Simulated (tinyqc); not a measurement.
# MOS inversion layer, Poisson-Schroedinger loop, step by step

Computed by the program tinyqc: `OMP_NUM_THREADS=1 python tinyqc.py 2160051 2160052 out.jsonl`, one thread of a shared Intel Xeon 2.30GHz, about 0.8 s for the whole run. Printed values are rounded.

Electrons confined at an insulator interface at z = 0, treated as a hard wall; parabolic valleys, Hartree approximation, no image or exchange terms. The depletion charge lies far deeper than the electrons and gives a uniform field q Nd/(eps0 eps_r); the gate balances all charge. Energies are counted from the band edge at the interface.

Inputs (values chosen for the exercise); masses and permittivity close to those of silicon (100): temperature T = 300 K; relative permittivity eps_r = 11.8; mass along z of valley set A (2 valley(s)) mz1 = 0.923 m0; in-plane density-of-states mass of set A md1 = 0.191 m0; mass along z of valley set B (4 valley(s)) mz2 = 0.187 m0; in-plane density-of-states mass of set B md2 = 0.424 m0; sheet density of electrons Ns = 7.4e11 cm^-2; sheet density of depletion charge Nd = 5.6e11 cm^-2; extra shift of set B (strain) dE = 0 eV; mesh step hz = 1.2 nm; mixing factor a = 0.5.

Constants: q = 1.602176634e-19 C, kB = 1.380649e-23 J/K, hbar = 1.054571817e-34 J s, m0 = 9.1093837015e-31 kg, Vt = kB T/q, eps0 = 8.8541878128e-14 F/cm where lengths are in cm, hbar^2/(2 m0) = 0.0380998212 eV nm^2. Results are converted to the units shown.

## Fixed part of the potential

z, node 1 to 16 (nm): [1.2, 2.4, 3.6, 4.8, 6, 7.2, 8.4, 9.6, 10.8, 12, 13.2, 14.4, 15.6, 16.8, 18, 19.2]

V0 = q Nd z/(eps0 eps_r) in eV.

fixed potential V0, node 1 to 16 (eV): [0.010305, 0.020610, 0.030915, 0.041220, 0.051525, 0.061830, 0.072135, 0.082440, 0.092745, 0.103050, 0.113355, 0.123660, 0.133965, 0.144270, 0.154575, 0.164880]

## Round 1: levels and probability densities

self-consistent potential U at the start, node 1 to 16 (eV): [0, 0, 0, 0, 0, 0, 0, 0, 0, 0, 0, 0, 0, 0, 0, 0]

Tridiagonal Hamiltonian with psi = 0 one step beyond both ends: H_ii = C (1/m_(i-1/2) + 1/m_(i+1/2))/hz^2 + V0_i + U_i (+ dE for the set B), H_(i,i+1) = -C/(m_(i+1/2) hz^2), C = hbar^2/(2 m0). The lowest 2 level(s) of each valley set are kept, normalised to hz sum |psi|^2 = 1. The mass is the same on all intervals.

levels (eV): A1 0.0332212, A2 0.0570452, B1 0.0573018, B2 0.0996478

```
node  |psi|^2 of A1 (1/nm)  |psi|^2 of A2 (1/nm)  |psi|^2 of B1 (1/nm)  |psi|^2 of B2 (1/nm)
1                 0.239463              0.192051              0.056541              0.053426
2                 0.345151              0.026215              0.157281              0.100062
3                 0.182479              0.102535              0.204794              0.050538
4                 0.054051              0.260552              0.179862              0.000580
5                 0.010542              0.175460              0.120726              0.034816
6                 0.001476              0.060837              0.065857              0.111422
7                 0.000157              0.013363              0.030279              0.153497
8                 0.000013              0.002061              0.012020              0.139570
9                 0.000001              0.000238              0.004191              0.096075
10                0.000000              0.000021              0.001301              0.053456
11                0.000000              0.000002              0.000363              0.024968
12                0.000000              0.000000              0.000092              0.010026
13                0.000000              0.000000              0.000021              0.003509
14                0.000000              0.000000              0.000004              0.001070
15                0.000000              0.000000              0.000001              0.000272
16                0.000000              0.000000              0.000000              0.000045
```

## Round 1: Fermi level and occupations

Level k holds N_k = D_k Vt ln(1 + exp((EF - E_k)/Vt)) with D = 2 md1 m0 q/(pi hbar^2) for the set A, D = 4 md2 m0 q/(pi hbar^2) for the set B per eV (spin included); EF is fixed by sum N_k = Ns.

EF = -0.0431332 eV
N_k (cm^-2): A1 2.09734e11, A2 8.47351e10, B1 3.72528e11, B2 7.30023e10

## Round 1: density, output potential and mixing

n_i = sum_k N_k |psi_k|^2 (converted to cm^-3). Hartree part by Gauss: on the interval before node i the electrons still beyond are S_i = Ns - hz sum_(j<i) n_j, and U_i = U_(i-1) + q S_i hz/(eps0 eps_r) in eV, U_0 = 0 at the interface. Mixing: U(new) = U + a (U(out) - U).

```
node  n (1e18 cm^-3)  U(out) (eV)  U after round 1 (eV)
1            0.91461    0.0136174             0.0068087
2            1.40507    0.0252151             0.0126075
3            1.26941    0.0337100             0.0168550
4            1.00460    0.0394019             0.0197009
5            0.64594    0.0428753             0.0214377
6            0.38132    0.0449224             0.0224612
7            0.23651    0.0461275             0.0230637
8            0.14844    0.0468102             0.0234051
9            0.08595    0.0471652             0.0235826
10           0.04389    0.0473304             0.0236652
11           0.01958    0.0473986             0.0236993
12           0.00766    0.0474237             0.0237118
13           0.00264    0.0474318             0.0237159
14           0.00080    0.0474341             0.0237170
15           0.00020    0.0474346             0.0237173
16           0.00003    0.0474347             0.0237173
```

## Course of the self-consistent loop

Start from U = 0. Stop when the largest |U(out) - U| is below 1e-7 eV, or after 120 rounds.

Course of the iteration:
```
round  level A1 (eV)     EF (eV)  largest |U(out) - U| (eV)
1          0.0332212  -0.0431332                     0.0474
2          0.0450565  -0.0273827                     0.0186
3          0.0502412  -0.0207651                    7.63e-3
4          0.0526510  -0.0178219                    3.25e-3
5          0.0537985  -0.0164741                    1.46e-3
6          0.0543519  -0.0158452                    6.78e-4
7          0.0546209  -0.0155475                    3.22e-4
8          0.0547523  -0.0154051                    1.55e-4
9          0.0548169  -0.0153364                    7.46e-5
10         0.0548486  -0.0153030                    3.62e-5
11         0.0548643  -0.0152867                    1.76e-5
12         0.0548720  -0.0152787                    8.62e-6
13         0.0548759  -0.0152747                    4.22e-6
14         0.0548778  -0.0152728                    2.08e-6
15         0.0548787  -0.0152718                    1.03e-6
16         0.0548792  -0.0152714                    5.10e-7
17         0.0548794  -0.0152711                    2.53e-7
18         0.0548795  -0.0152710                    1.25e-7
19         0.0548796  -0.0152709                    6.21e-8
```

Converged in 19 rounds. Towards the end the residual shrinks by a factor of about 0.50 a round.

## Converged levels, occupations and centroid

converged U, node 1 to 16 (eV): [0.0136173, 0.0238989, 0.0306469, 0.0346832, 0.0369501, 0.0382438, 0.0389879, 0.0393939, 0.0395951, 0.0396840, 0.0397190, 0.0397312, 0.0397350, 0.0397360, 0.0397362, 0.0397363]

Solve for the levels with V0 + U, find EF, n_i = sum_k N_k |psi_k|^2 (in cm^-3); share of each level N_k/Ns; centroid sum n z/sum n.

levels (eV): A1 0.054880, A2 0.086188, B1 0.087618, B2 0.134663
EF = -0.0152709 eV
shares (%): A1 35.7875, A2 10.9029, B1 45.8253, B2 7.4843
n, node 1 to 16 (in units of 1e18 cm^-3): [1.51058, 1.60025, 1.22797, 0.80130, 0.44073, 0.24885, 0.15313, 0.09277, 0.05082, 0.02444, 0.01029, 0.00382, 0.00125, 0.00036, 0.00009, 0.00001]
centroid = 3.50168 nm

An 800-node mesh to 32 nm with 8 levels a set gives A1 = 0.05640 eV, EF = -0.01548 eV and a centroid of 3.949 nm; the levels kept above hold 91.3 % of the electrons there. The coarse centroid is 11 % below the fine one.

## Closed-form estimates

Triangular well: E_k = a_k (C F^2/mz)^(1/3), a_1 = 2.338107, a_2 = 4.087949, C = hbar^2/(2 m0), F in eV/nm. Fang-Howard (all electrons in the lowest level of set A): b^3 = 6 (mz1/C) q (Nd + 11 Ns/32)/(eps0 eps_r), centroid 3/b, level C b^2/(4 mz1) + (3/b) q (Nd + 11 Ns/16)/(eps0 eps_r). Use F = q (Nd + Ns)/(eps0 eps_r), the surface field, and F = q (Nd + Ns/2)/(eps0 eps_r).

A1 with the surface field = 0.0594092 eV
A1 with Nd + Ns/2 = 0.0475204 eV
A2 with Nd + Ns/2 = 0.0830847 eV
b = 1.21986 1/nm
Fang-Howard centroid = 2.45929 nm
Fang-Howard level = 0.0556618 eV

Against the self-consistent A1 = 0.05640 eV on a fine mesh, the surface-field estimate is 5.3 % above it, the half-charge one 16 % below it and Fang-Howard 1.3 % below it. A1 holds 33.5 % of the electrons, and the Fang-Howard centroid is 38 % below the full one.
